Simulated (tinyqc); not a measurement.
# Fermi-level pinning from two metals

Problem. Cowley-Sze model with the space charge neglected: phiB = S (phiM - chi) + (1 - S)(Eg - phi0), S = 1/(1 + q Dit dl/(eps0 ei)), dl in cm. Find S, phi0 and Dit.

Inputs (values chosen for the exercise); band and dielectric values close to those of silicon: band gap Eg = 1.1 eV; electron affinity chi = 4.03 eV; thickness of the interfacial layer dl = 0.5 nm; relative permittivity of the interfacial layer ei = 1.

Constants: q = 1.602176634e-19 C, eps0 = 8.8541878128e-14 F/cm where lengths are in cm. Results are converted to the units shown.

barriers for metals with phiM = 4.44 and 5.44 eV (eV): 0.60569687  0.71616564

Answer. S is the slope of phiB against phiM; either barrier then gives phi0, and S gives Dit.

S = 0.110
phi0 = 0.470 eV
Dit = 8.90e13 cm^-2 eV^-1

Numbers from tinyqc (`OMP_NUM_THREADS=1 python tinyqc.py 2020091 2020092 out.jsonl`; about 0.04 s on one thread of a shared Intel Xeon 2.30GHz).
